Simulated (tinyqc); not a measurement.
Four methods from the same start: geometry relaxation of a small cluster. Computed by tinyqc, a small Python program. Command: `OMP_NUM_THREADS=1 python tinyqc.py 3016832 3016833 out.jsonl relax walk`. One thread of a shared host (Intel(R) Xeon(R) Processor @ 2.30GHz), about 0.01 s of CPU time with the checks.

E = sum_(i<j) phi(r_ij), phi(r) = eps [exp(-2 alpha (r - r0)) - 2 exp(-alpha (r - r0))]; the force on i is -sum_j phi'(r_ij) (R_i - R_j)/r_ij.

Inputs (values chosen for the exercise, for model atoms):
```
quantity                 value           unit
length r0                 3.18       angstrom
well depth eps            0.52             eV
stiffness alpha           1.44     1/angstrom
step factor eta           0.19  angstrom^2/eV
largest number of steps    500              -
```

Potential: Morse. Method: BFGS.

starting positions (angstrom):
```
           x     y      z
atom 1  0.11  0.02   0.09
atom 2  3.19  0.27  -0.26
atom 3  1.64  2.91   -0.2
atom 4   1.8  0.86   2.64
```

Method:
- BFGS: R(new) = R + B F with the inverse Hessian B = eta 1 at first; with s = R(new) - R, y = F - F(new), rho = 1/(y.s): B(new) = (1 - rho s y^T) B (1 - rho y s^T) + rho s s^T, skipped if y.s is not positive.
- No atom moves more than 0.3 angstrom a step (the whole step is scaled). Stop when the largest force component is below 1e-5 eV/angstrom.
- Hessian at the final positions by central differences of the forces; six eigenvalues vanish (translations and rotations). Steepest descent is stable for eta below 2/lambda_max and contracts the softest mode by 1 - eta lambda_min a step.
- Steepest descent: R(new) = R + eta F.
- Conjugate gradient (Polak-Ribiere): d = F + beta d(old), beta = max(0, F.(F - F(old))/|F(old)|^2), d = F at first; step length from one secant, s = eta (F.d)/(F.d - F(R + eta d).d), replaced by eta if that is not positive; R(new) = R + s d.
- FIRE with unit mass: if F.v > 0, v = (1 - a) v + a |v| F/|F|, and after more than 5 such steps in a row dt = min(1.1 dt, 5 dt0), a = 0.99 a; else v = 0, a = 0.1, and dt = dt/2 (not at the first step). Then v = v + dt F, R(new) = R + dt v. dt0 = sqrt(eta), a = 0.1 at first.
- In this comparison each method may take up to 1500 steps.

contraction of the softest mode = 0.590258

non-zero eigenvalues (eV/angstrom^2): 2.15654  2.15655  4.31307  4.31309  4.31309  8.62617

condition number = 4.00001

Cost:
```
method              steps  force calls  final E (eV)  calls to reach 1e-2
steepest descent       21           22       -3.1200                    8
conjugate gradient     10           21       -3.1200                   11
BFGS                   10           11       -3.1200                    7
FIRE                   71           72       -3.1200                   21
```

What does the comparison show, and why?

In force calls the order is BFGS (11), conjugate gradient (21), steepest descent (22), FIRE (72). All that converged end at the same energy. Near the minimum steepest descent multiplies the slowest mode by 0.639 in size a step, 5 steps a decade of force, at a condition number of 4.0. On this problem it beats FIRE in force calls.

Extremes, crossings and ranges named in words are read from the listed rows.
